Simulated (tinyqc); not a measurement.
Electromigration in a confined line: Blech product, Korhonen stress evolution and Black's law: one step, computed by the program tinyqc. Command: `OMP_NUM_THREADS=1 python tinyqc.py 3025829 3025830 out.jsonl emigr walk`. One thread of a shared host (Intel(R) Xeon(R) Processor @ 2.30GHz), about 0.01 s of CPU time with the checks.

The electron wind pushes atoms from the cathode (x = 0) to the anode (x = L); blocking ends build a back stress (tension positive). The input rho is taken not to change with temperature. d sigma/dt = d/dx [kappa (d sigma/dx + G)], with zero flux at both ends and sigma = sigma_0 at t = 0.

Problem. Extrapolation by Black's law. Median life t50 = A j^(-n) exp(E/(k_B T)); acceleration factor = t50(use)/t50(test) = (j/j_u)^n exp[(E/k_B)(1/T_u - 1/T)]. Temperatures in kelvin are T(C) + 273.15.

Inputs (values chosen for the exercise, close to those used for aluminium lines):
```
quantity                 value     unit
activation energy E      0.722       eV
current density j          1.9  MA/cm^2
line length L               64       um
test temperature T         290        C
use temperature T_u        105        C
use current density j_u   0.34  MA/cm^2
current exponent n           2        -
```

Start: thermal stress.

Constants: k_B = 8.617333262e-05 eV/K.

Give: current factor; temperature factor; acceleration factor.

Solution.

current factor = 31.23

temperature factor = 1449

acceleration factor = 45249

Caution: j_u L lies below the critical product, so the acceleration factor is formal: at use the line would not void.
